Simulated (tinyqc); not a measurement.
Finnis-Sinclair potential for a bcc metal: fit to cohesion and elasticity, then vacancy, surfaces and structure: one step, computed by the program tinyqc. Command: `OMP_NUM_THREADS=1 python tinyqc.py 3111497 3111498 out.jsonl fsfit walk`. One thread of a shared host (Intel(R) Xeon(R) Processor @ 2.30GHz), about 0.01 s of CPU time with the checks.

E = (1/2) sum V(r) - A sqrt(rho), rho = sum phi(r), phi = (r - d)^2 for r < d, V = (r - c)^2 (c0 + c1 r + c2 r^2) for r < c. In bcc the 8 first neighbours lie at sqrt(3) a/2 and the 6 second at a; both cut-offs lie below the third shell; Omega = a^3/2; E is per atom and z the number of atoms in a shell. The four constants A, c0, c1, c2 are fitted to E_c, zero pressure, B and C12 - C44 alone, so C44 and C11 - C12 are not matched singly; defects are unrelaxed.

Problem. Three linear equations for c0, c1, c2. With v_k = (r - c)^2 r^k the rows are (1/2) sum z v_k, (1/2) sum z r v_k' and (1/2) sum z r^2 v_k''. With rho1 = sum z r phi' and rho2 = sum z r^2 phi'' the right-hand sides are: -E_c + A sqrt(rho) (cohesion); A rho1/(2 sqrt(rho)) (zero pressure); 9 B Omega + A [rho2/(2 sqrt(rho)) - rho1^2/(4 rho^(3/2))] with B = (C11 + 2 C12)/3.

Inputs (values chosen for the exercise, modelled on vanadium):
```
quantity             value      unit
lattice constant a    3.04  angstrom
cohesive energy E_c   5.31        eV
target C11             223       GPa
target C12             116       GPa
pair cut-off c/a     1.237         -
```

rho = 11.49162 angstrom^2

A = 1.911382 eV/angstrom

rho1 = -68.29244 angstrom^2

rho2 = 221.7984 angstrom^2

Constants: 1 eV/angstrom^3 = 160.2176634 GPa.

Give: matrix; right-hand side.

Solution.

matrix:
```
                  c0      c1       c2
cohesion        6.64   18.13    49.65
pressure      -36.89  -84.36  -186.78
bulk modulus  110.90  109.58  -148.25
```

right-hand side (eV): 1.17  -19.25  125.00
